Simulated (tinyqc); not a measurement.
MOS capacitor with interface traps: C-V stretch-out, conductance peak and subthreshold swing: one step, computed by the program tinyqc. Command: `OMP_NUM_THREADS=1 python tinyqc.py 3001262 3001263 out.jsonl mostraps walk`. One thread of a shared host (Intel(R) Xeon(R) Processor @ 2.30GHz), about 0.01 s of CPU time with the checks.

Energies at the interface are counted from the valence band. psi > 0 means bending towards depletion, so the surface potential is -psi. Boltzmann statistics, full ionisation, no quantum confinement. Traps are neutral when filled up to E_n, with a sharp (zero-temperature) occupation.

Task: Charges at the given band bending. With u = psi/k_B T and r = (n_i/N)^2: F = sqrt(exp(-u) + u - 1 + r (exp(u) - u - 1)); Q_s = +sign(u) sqrt(2) eps_s eps_0 (k_B T/e) F/L_D; C_s = (eps_s eps_0/(sqrt(2) L_D)) |1 - exp(-u) + r (exp(u) - 1)|/F; at high frequency, below strong inversion, the terms in r are dropped. D(E) = D_0 + D_1 exp(-(E - E_p)^2/2 w^2). E_F at the interface is E_s = E_F - psi; Q_it = -e int from E_n to E_s of D(E) dE; C_it = e D(E_s) (per volt); V_G = phi_ms - psi - (Q_s + Q_it + e N_f)/C_ox.

Inputs (values chosen for the exercise, modelled on silicon, with an insulator like SiO2):
```
quantity                              value         unit
gap E_g                                1.12           eV
dielectric constant eps_s              11.8            -
doping N                            6.4e+16        cm^-3
work-function difference phi_ms       -0.13            V
fixed charge N_f                    1.9e+11        cm^-2
trap density D_0                    1.4e+12  cm^-2 eV^-1
neutrality level E_n                  0.535           eV
band bending towards depletion psi     0.64            V
temperature T                           200            K
peak density D_1                    9.8e+12  cm^-2 eV^-1
peak width w                           0.15           eV
peak position E_p                     0.343           eV
```

Substrate: n-type. Trap spectrum: flat plus a Gaussian peak.

k_B T = 0.01723467 eV

n_i = 94251.15 cm^-3

Debye length L_D = 13.25170 nm

bulk E_F = 1.026385 eV

C_ox = 1.585321 microF/cm^2

Constants: eps_0 = 8.8541878128e-12 F/m; e = 1.602176634e-19 C.

Give: E_s; Q_s; C_s; C_s at high frequency; D(E_s); Q_it; C_it; gate voltage V_G.

Result:

E_s = 0.3864 eV

Q_s = 0.1155 microC/cm^2

C_s = 0.09274 microF/cm^2

C_s at high frequency = 0.09274 microF/cm^2

D(E_s) = 1.080e+13 cm^-2 eV^-1

Q_it = 0.2021 microC/cm^2

C_it = 1.730 microF/cm^2

gate voltage V_G = -0.9896 V

The traps hold positive charge because E_s lies below E_n. Caution: traps deeper than about 24 k_B T and minority carriers reach equilibrium slowly or not at all, so the charges here are limits for very slow sweeps.
